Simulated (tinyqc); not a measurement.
Inside a calculation. Model: minority carriers and saturation current of a heavily doped emitter.

Program tinyqc, `OMP_NUM_THREADS=1 python tinyqc.py 2330155 2330156 out.jsonl`; Intel Xeon 2.30GHz, shared host, one thread, about 0.01 s. Printed values are rounded.

n-type, parabolic bands, full ionisation. eta = (EF - Ec)/kB T solves N = Nc F12(eta), F12(x) = (2/sqrt(pi)) int_0^infinity sqrt(u)/(1 + exp(u - x)) du. The gap shrinks rigidly by dEg = E1 [ln(N/N0) + sqrt(ln^2(N/N0) + 0.5)], an empirical law that is here taken as the true narrowing.

Inputs (values chosen for the exercise); band and dielectric values close to those of silicon: temperature T = 400 K; band gap Eg = 1.14 eV; conduction-band density of states at 400 K Nc = 4.39e19 cm^-3; valence-band density of states at 400 K Nv = 4.03e19 cm^-3; ionised donor density N = 1.8e19 cm^-3; energy of the narrowing law E1 = 8.3 meV; density of the narrowing law N0 = 1.9e17 cm^-3; minority-hole mobility mup = 130 cm^2/(V s); Auger coefficient Cn = 2.7e-31 cm^6/s; defect lifetime ts = 0.091 us; emitter width W = 540 nm; recombination velocity at the contact S = 76000 cm/s.

Constants: q = 1.602176634e-19 C, kB = 1.380649e-23 J/K, Vt = kB T/q. Results are converted to the units shown.

Range of the model: Band tails, non-parabolic bands and incomplete ionisation are left out.

## Iteration 1: Fermi level

eta at the start (Boltzmann value) = -0.8915

Newton step on ln F12(eta) = ln(N/Nc): eta(new) = eta - ln(Nc F12/N) F12/Fm, Fm(x) = dF12/dx = (1/sqrt(pi)) int_0^infinity u^(-1/2)/(1 + exp(u - x)) du.

F12 = 0.361123
Fm = 0.320597
eta after iteration 1 = -0.748452

## Course of the iteration

Stop when eta changes by less than 1e-9.

Course of the iteration:

| iteration | eta | change |
|---|---|---|
| 1 | -0.748452 | 0.143 |
| 2 | -0.747400 | 1.05e-3 |
| 3 | -0.747400 | 6.00e-8 |
| 4 | -0.747400 | < 1e-13 |

Converged in 4 iterations.

## Effective intrinsic density

converged eta = -0.747400

ni = sqrt(Nc Nv) exp(-Eg/(2 Vt)), Eg in volts; degeneracy factor g = F12(eta) exp(-eta); nie^2 = ni^2 exp(dEg/kB T) g, p0 = nie^2/N; apparent narrowing dEg + kB T ln g.

ni = 2.76822e12 cm^-3
dEg = 76.0015 meV
g = 0.865764
apparent narrowing = 71.0330 meV
nie = 7.75692e12 cm^-3
p0 = 3.34276e6 cm^-3

Narrowing multiplies p0 by 9.07 and degeneracy by 0.866.

## Saturation current

1/tau = Cn N^2 + 1/ts, D = mup Vt, L = sqrt(D tau); J0 = (q p0 D/L)(s + tanh(W/L))/(1 + s tanh(W/L)), s = S L/D; the share recombining inside is 1 - 1/[cosh(W/L)(1 + tanh(W/L)/s)].

tau = 10.1555 ns
L = 2133.23 nm
s = 3.61806
J0 = 2.29292e7 fA/cm^2
share recombining inside = 9.33200 %

The emitter is transparent: most holes reach the contact.
